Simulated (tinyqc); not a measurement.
From coupling constant alpha back to LO phonon energy hbar omega: Froehlich polaron in a polar crystal. Computed by tinyqc, a small Python program. Command: `OMP_NUM_THREADS=1 python tinyqc.py 3002475 3002476 out.jsonl frohlich inv`. One thread of a shared host (Intel(R) Xeon(R) Processor @ 2.30GHz), about 0.07 s of CPU time with the checks.

One electron in a parabolic band of mass m*, coupled to dispersionless LO phonons in the continuum model. Energies are in units of hbar omega unless marked, wave numbers in k_0 = sqrt(2 m* omega/hbar).

Inputs (values chosen for the exercise, for a model crystal): band mass m* = 0.985 m_0; eps_inf = 8.38; static dielectric constant eps_s = 17.4.

Constants: hbar^2/(2 m_0) = 3.80998212 eV angstrom^2; e^2/(4 pi eps_0) = 14.39964548 eV angstrom.

Method. 1/eps* = 1/eps_inf - 1/eps_s; k_0 = sqrt(2 m* omega/hbar) = sqrt(m* hbar omega / (hbar^2/(2 m_0))) with m* in m_0; alpha = (e^2/(4 pi eps_0)) k_0/(2 eps* hbar omega); polaron length 1/k_0.

Problem. A run gave the result below. Find the LO phonon energy hbar omega, known to lie between 6.3 and 12 meV.

coupling constant alpha = 2.26347

Solution.

Each step takes the trial c = (a f_b - b f_a)/(f_b - f_a), f being the result less the target and a, b, c the logarithms of the listed values; c replaces end b, the old b replaces a if the sign of f changed, and otherwise f_a is halved.

Scan of the range:
```
LO phonon energy hbar omega (meV)  coupling constant alpha
6.30                                               2.85313
7.01                                               2.70478
7.81                                               2.56251
8.69                                               2.42930
9.68                                               2.30173
10.80                                              2.17911
12.00                                              2.06729
```

False position (Illinois rule, in the logarithm of the input) inside the bracket:
```
step    end a    end b    trial  coupling constant alpha
1      9.6800  10.8000  10.0164                  2.26275
2      9.6800  10.0164  10.0039                  2.26415
3     10.0164  10.0039  10.0100                  2.26347
4     10.0039  10.0100  10.0100                  2.26347
```

Coupling constant alpha falls at every point of a 13-point scan of the range (every second point is shown), so one value fits; it is bracketed by 9.68 and 10.8. The scan shows a pure power law with exponent -0.5000, so scaling from any one row also gives the answer directly. Answer: LO phonon energy hbar omega = 10.01 meV.
